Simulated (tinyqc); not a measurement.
One anharmonic mode: perturbation theory, self-consistent phonons and exact levels: one step, computed by the program tinyqc. Command: `OMP_NUM_THREADS=1 python tinyqc.py 3004224 3004225 out.jsonl scp walk`. One thread of a shared host (Intel(R) Xeon(R) Processor @ 2.30GHz), about 0.03 s of CPU time with the checks.

V(x) = k x^2/2 + b x^4 for one coordinate x of mass M. A constant K > 0 gives hbar Omega = sqrt((hbar^2/u) K/M) with K in eV/angstrom^2 and M in u.

Question. Shape of the double well. Minima at x_0 = sqrt(-k/(4 b)), depth k^2/(16 b), curvature -2k there.

Inputs (values chosen for the exercise, for a model mode): mode mass M = 94.4 u; harmonic constant k = -26.5 eV/angstrom^2; quartic constant b = 3610 eV/angstrom^4.

Shape: double well.

Constants: hbar^2/u = 4.18015928e-03 eV angstrom^2.

Give: x_0; well depth; harmonic quantum in a well; depth / zero-point energy of a well.

Answer.

x_0 = 0.04284 angstrom

well depth = 12.16 meV

harmonic quantum in a well = 48.44 meV

depth / zero-point energy of a well = 0.5019

The zero-point energy exceeds the depth, so the ground state spreads over the barrier.
